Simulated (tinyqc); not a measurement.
## Surface potential of a MOS transistor: implicit equation and explicit approximations: accuracy of the approximations against gate voltage

p-type body, charge-sheet picture, depletion and inversion only, full ionisation (an idealisation for deep acceptors), Boltzmann statistics (rough once Na exp(x - xn) passes about Nc/7). In units of Vt: xg = (Vg - Vfb)/Vt, x = psi/Vt, G = gamma/sqrt(Vt), xn = (2 phiF + Vc)/Vt. The implicit equation is (xg - x)^2 = G^2 [x - 1 + exp(x - xn)] for x above about 3. Cox = eps0 eox/tox.

ni = sqrt(Nc Nv) exp(-Eg/(2 Vt)), Eg in volts; phiF = Vt ln(Na/ni); gamma = sqrt(2 q eps0 eps_r Na)/Cox; VT = Vfb + Vt (xn + G sqrt(xn - 1)). Depletion value a = 1 + [sqrt(G^2/4 + xg - 1) - G/2]^2; inversion value b = xn + ln[(xg - xn)^2/G^2 - xn + 1] and first guess y = min(a, b) - ln(1 + exp(-|a - b|)) if a > xn + 1, else b = y = a; one second-order correction with D = exp(y - xn), p = 2 (xg - y) + G^2 (1 + D), w = (xg - y)^2 - G^2 (y - 1 + D): z = y + 2 w/(p + sqrt(p^2 - 2 (2 - G^2 D) w)), or the Newton step z = y + w/p where the root is not real. N_inv = (Cox Vt G/q) [sqrt(x - 1 + exp(x - xn)) - sqrt(x - 1)] at the root. Lambert form (Cox m Vt/q) W0[(G/(2 m sqrt(xn - 1))) exp((Vg - VT)/(m Vt))], m = 1 + G/(2 sqrt(xn - 1)). Errors under 1e-4 mV, and the linear form below VT, are printed as 0.

Parameters, values chosen for the exercise; band and dielectric values close to those of germanium: temperature T = 300 K; band gap Eg = 0.648 eV; relative permittivity eps_r = 15.9; conduction-band density of states at T Nc = 1.03e19 cm^-3; valence-band density of states at T Nv = 5.99e18 cm^-3; relative permittivity of the gate insulator (close to silicon dioxide) eox = 3.9; insulator thickness tox = 9 nm; acceptor density Na = 1.2e18 cm^-3; flat-band voltage Vfb = -0.43 V; channel-body voltage Vc = 0 V.

Constants: q = 1.602176634e-19 C, kB = 1.380649e-23 J/K, Vt = kB T/q, eps0 = 8.8541878128e-14 F/cm where lengths are in cm. Results are converted to the units shown.

Result of one run:
```
Vg (V)  psi (V)  x - xn  error of y (mV)  error of z (mV)  N_inv (cm^-2)  Cox (Vg - VT)/q (cm^-2)  Lambert form (cm^-2)
2.71     0.6471   3.722             5.02          -0.0354       2.350e12                 2.873e12              2.388e12
```

What becomes of these results when the gate-body voltage Vg is changed from 2.71 to 1.71 V, all else the same?

Result of the changed run:
```
Vg (V)  psi (V)  x - xn  error of y (mV)  error of z (mV)  N_inv (cm^-2)  Cox (Vg - VT)/q (cm^-2)  Lambert form (cm^-2)
1.71     0.5853   1.331             8.08           -0.117       2.884e11                 4.782e11              2.943e11
```

The whole series:
```
Vg (V)  psi (V)   x - xn  error of y (mV)  error of z (mV)  N_inv (cm^-2)  Cox (Vg - VT)/q (cm^-2)  Lambert form (cm^-2)
1.11     0.3872   -6.331           0.0283                0        1.759e8                        0               1.043e8
1.31     0.4662   -3.277            0.577                0        3.376e9                        0               2.860e9
1.51     0.5408  -0.3902             9.95          -0.0939       5.553e10                        0              5.543e10
1.71     0.5853    1.331             8.08           -0.117       2.884e11                 4.782e11              2.943e11
1.91     0.6078    2.203             9.74           -0.275       6.449e11                 9.571e11              6.576e11
2.11     0.6219    2.750             7.99           -0.150       1.048e12                 1.436e12              1.067e12
2.31     0.6322    3.147             6.65          -0.0846       1.472e12                 1.915e12              1.497e12
2.51     0.6403    3.461             5.71          -0.0527       1.907e12                 2.394e12              1.939e12
2.71     0.6471    3.722             5.02          -0.0354       2.350e12                 2.873e12              2.388e12
```

psi rises from 0.387 to 0.647 V and ends 3.7 Vt above 2 phiF + Vc. Among the rows the first guess is off by at most 10 mV (at Vg = 1.51 V) and the corrected value by at most 0.28 mV. In the last row the linear form is 22 % above N_inv and the Lambert form 1.6 % above it; in the first row the Lambert form is 41 % below it. For Vg = 1.71, 1.91, 2.11, 2.31, 2.51, 2.71 the electron quasi-Fermi level lies less than 2 Vt below the band edge at the surface, or above it, where degeneracy and confinement, left out, matter.

Numbers from tinyqc (`OMP_NUM_THREADS=1 python tinyqc.py 2122161 2122162 out.jsonl`; about 0.01 s on one thread of a shared Intel Xeon 2.30GHz).
